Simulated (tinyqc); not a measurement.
Stoner model of a band magnet at zero temperature: one step, computed by the program tinyqc.

Five orbitals per spin share one band; u = (E - E_bottom)/W runs from 0 to 1, and the states per spin, atom and energy are g = 5 d(u)/W with d = 1 - c cos(4 pi u). N(u) is the integral of d from 0. The moment m = n_up - n_down (electrons per atom) moves the fillings to n +/- m/10; the energy is E(m) = E_band(m) - I m^2/4.

Task: Exchange-enhanced response. The susceptibility is enhanced by 1/(1 - I g_F), and a field B induces m = 2 mu_B B g_F/(1 - I g_F).

Inputs (values chosen for the exercise, for a model d band): field B = 10 T.

Density of states: two peaks.

Stoner product I g_F = 0.7990032

g_F = 1.414165 1/eV

Constants: mu_B = 5.7883818060e-05 eV/T.

Give: enhancement; induced moment.

Result:

enhancement = 4.975

induced moment = 0.008145 mu_B
